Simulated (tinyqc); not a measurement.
# One electron in a tunnel-coupled double dot: charge qubit, sensing and quantum capacitance: effects of single changes

Basis (left, right), H = [[ep/2, tc], [tc, -ep/2]], splitting Om = sqrt(ep^2 + 4 tc^2), ep = al times the gate voltage. In equilibrium the electron is on the right with the chance P_R = [1 + (ep/Om) tanh(Om/2 kB T)]/2.

Inputs (values chosen for the exercise): tunnel coupling tc = 53 ueV; electron temperature T = 0.29 K; lever arm of the gate on the detuning al = 0.42 eV/V; resonator frequency f0 = 358 MHz; deviation of quasi-static detuning noise se = 3.7 ueV.

Constants: q = 1.602176634e-19 C, kB = 1.380649e-23 J/K, hbar = 1.054571817e-34 J s, h = 6.62607015e-34 J s, Vt = kB T/q. Results are converted to the units shown.

Each table varies one quantity; the others keep the values above.

## Coherence against detuning

Noise in ep shifts Om by (ep/Om) d + (2 tc^2/Om^3) d^2. For Gaussian d of deviation se the spread of Om is sqrt[(ep se/Om)^2 + 2 (2 tc^2 se^2/Om^3)^2], and T2* is estimated as sqrt(2) hbar/spread; Om T2*/h counts the oscillations within T2*.

Result of one run:

| ep (ueV) | Om (ueV) | T2* (ns) | oscillations within T2* |
|---|---|---|---|
| 11 | 106.6 | 2.373 | 61.14 |

What becomes of these results when the detuning ep is changed from 11 to 320 ueV, all else the same?

Result of the changed run:

| ep (ueV) | Om (ueV) | T2* (ns) | oscillations within T2* |
|---|---|---|---|
| 320 | 337.1 | 0.2650 | 21.60 |

The whole series:

| ep (ueV) | Om (ueV) | T2* (ns) | oscillations within T2* |
|---|---|---|---|
| 0 | 106.0 | 10.19 | 261.3 |
| 2.7 | 106.0 | 7.098 | 182.0 |
| 5.3 | 106.1 | 4.520 | 116.0 |
| 11 | 106.6 | 2.373 | 61.14 |
| 21 | 108.1 | 1.285 | 33.59 |
| 42 | 114.0 | 0.6820 | 18.80 |
| 80 | 132.8 | 0.4175 | 13.41 |
| 160 | 191.9 | 0.3018 | 14.00 |
| 320 | 337.1 | 0.2650 | 21.60 |

T2* falls from 10.2 to 0.265 ns, towards sqrt(2) hbar/se = 0.252 ns far from the anticrossing; the first row is 38.5 times the last. First and second order are equal near ep = sqrt(2) se/2 = 2.62 ueV.

## Line shape against detuning

q^2 al^2 dP_R/d(ep) splits into Cq = q^2 al^2 (2 tc^2/Om^3) tanh(Om/2 kB T) and Ct = q^2 al^2 (ep/Om)^2/(4 kB T cosh^2(Om/2 kB T)); Ct appears only if relaxation is faster than the drive. A resonator of frequency f0, capacitance Cp and quality factor Q shifts by df = -f0 Cq/(2 Cp) and its phase by -2 Q Cq/Cp. A Ct of 0 means below 1e-6 aF.

Line shape against detuning:

| ep (ueV) | Om (ueV) | P_R | Cq (aF) | Ct (aF) |
|---|---|---|---|---|
| 0 | 106.0 | 0.5000 | 129.5 | 0 |
| 37.1 | 112.3 | 0.6615 | 109.6 | 1.349 |
| 74.2 | 129.4 | 0.7835 | 72.48 | 2.075 |
| 111.3 | 153.7 | 0.8605 | 43.54 | 1.259 |
| 148.4 | 182.4 | 0.9063 | 26.14 | 0.5064 |
| 185.5 | 213.6 | 0.9340 | 16.27 | 0.1651 |
| 222.6 | 246.5 | 0.9514 | 10.59 | 0.04786 |
| 259.7 | 280.5 | 0.9629 | 7.194 | 0.01294 |
| 296.8 | 315.2 | 0.9709 | 5.072 | 0.003344 |
| 333.9 | 350.3 | 0.9766 | 3.693 | 8.388e-4 |
| 371 | 385.8 | 0.9808 | 2.764 | 2.060e-4 |

What does the comparison show?

Cq falls from 130 to 2.76 aF, and Ct goes from 0 through a maximum of 2.07 (at ep = 74.2 ueV among the rows listed) to 2.06e-4 aF. Among the rows listed Ct reaches at most 1.60 % of the peak of Cq, with tc/kB T = 2.1: the line is set by the coupling, and its half width is near 1.53 tc.

## Peak signal against tunnel coupling

At ep = 0: q^2 al^2 dP_R/d(ep) splits into Cq = q^2 al^2 (2 tc^2/Om^3) tanh(Om/2 kB T) and Ct = q^2 al^2 (ep/Om)^2/(4 kB T cosh^2(Om/2 kB T)); Ct appears only if relaxation is faster than the drive. The slope dP_R/d(ep) there is tanh(tc/kB T)/(4 tc).

Results:

| tc (ueV) | tc/kB T | Cq (aF) | slope (1/ueV) | 2 tc/h (GHz) |
|---|---|---|---|---|
| 3.3 | 0.1321 | 281.1 | 0.009946 | 1.596 |
| 6.4 | 0.2561 | 276.7 | 0.009791 | 3.095 |
| 13 | 0.5202 | 259.7 | 0.009190 | 6.287 |
| 25 | 1.000 | 215.3 | 0.007618 | 12.09 |
| 49 | 1.961 | 138.6 | 0.004904 | 23.70 |
| 96 | 3.841 | 73.53 | 0.002602 | 46.43 |
| 370 | 14.81 | 19.10 | 6.757e-4 | 178.9 |

Estimate the missing row, tc = 190 ueV.

Computed row:

| tc (ueV) | tc/kB T | Cq (aF) | slope (1/ueV) | 2 tc/h (GHz) |
|---|---|---|---|---|
| 190 | 7.603 | 37.19 | 0.001316 | 91.88 |

With this row back in the table: The peak Cq falls from 281 to 19.1 aF: it levels off at q^2 al^2/(4 kB T) = 283 aF for weak coupling and goes as tc^(-1.00) between the last two rows. Below tc of about kB T the slope measures temperature rather than coupling.

Computed by the program tinyqc: `OMP_NUM_THREADS=1 python tinyqc.py 2470115 2470116 out.jsonl`, one thread of a shared Intel Xeon 2.30GHz, about 0.01 s for the whole run.
